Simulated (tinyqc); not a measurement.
# Changing the temperature T

Model: pressure-driven transition between two phases with analytic equations of state. Computed by tinyqc, a small Python program. Command: `OMP_NUM_THREADS=1 python tinyqc.py 3029446 3029447 out.jsonl transition sweep`. One thread of a shared host (Intel(R) Xeon(R) Processor @ 2.30GHz), about 0.02 s of CPU time with the checks.

Each phase obeys E = E0 + (B0 V/B') [(V0/V)^B'/(B' - 1) + 1] - B0 V0/(B' - 1), P = (B0/B') [(V0/V)^B' - 1]; E0 = 0 for phase 1 and Delta E0 for phase 2. H = E + P V.

Inputs (values chosen for the exercise, for two model phases):

| quantity | value | unit |
|---|---|---|
| volume V0 of phase 1 | 21.5 | angstrom^3/atom |
| B0 of phase 1 | 187 | GPa |
| B' of phase 1 | 5.2 | - |
| volume V0 of phase 2 | 16.5 | angstrom^3/atom |
| B0 of phase 2 | 223 | GPa |
| B' of phase 2 | 3.96 | - |
| energy of phase 2 above phase 1, Delta E0 | 0.051 | eV/atom |
| entropy of phase 2 less phase 1, Delta S | -0.21 | k_B/atom |

Equation of state: Murnaghan.

Constants: 1 eV/angstrom^3 = 160.2176634 GPa; k_B = 8.617333262e-05 eV/K.

Method. Start from P = Delta E0/(V0 of phase 1 - V0 of phase 2); at each P solve P(V) = P for both phases and step P(new) = P - (H_2 - H_1)/(V_2 - V_1); stop when |H_2 - H_1| < 1e-10 eV. At the zero-temperature transition the volume change is V_2/V_1 - 1 and the work is P (V_1 - V_2). At T the condition is H_2 - H_1 - T Delta S = 0, with Delta S constant and thermal expansion left out; the Clausius-Clapeyron slope is dP/dT = Delta S/(V_2 - V_1) at the zero-temperature point.

One run for each value:

| temperature T (K) | transition pressure at T (GPa) | linear estimate at T (GPa) |
|---|---|---|
| 100 | 1.7038 | 1.7037 |
| 300 | 1.8214 | 1.8212 |
| 500 | 1.9391 | 1.9387 |
| 800 | 2.1158 | 2.1150 |
| 1100 | 2.2928 | 2.2912 |
| 1400 | 2.4700 | 2.4674 |
| 1800 | 2.7067 | 2.7024 |

Describe and explain the trends.

Over the rows, transition pressure at T (GPa) rises from 1.70 to 2.71 (exponent d ln y / d ln x 0.061 between the first rows and 0.36 between the last); linear estimate at T (GPa) rises from 1.70 to 2.70 (exponent d ln y / d ln x 0.061 between the first rows and 0.36 between the last). The line bends away from the linear estimate because V_2 - V_1 changes along it.

Caution (all rows): a constant Delta S holds only at high temperature; it vanishes as T goes to 0, so the shift counted from T = 0 is somewhat too large.
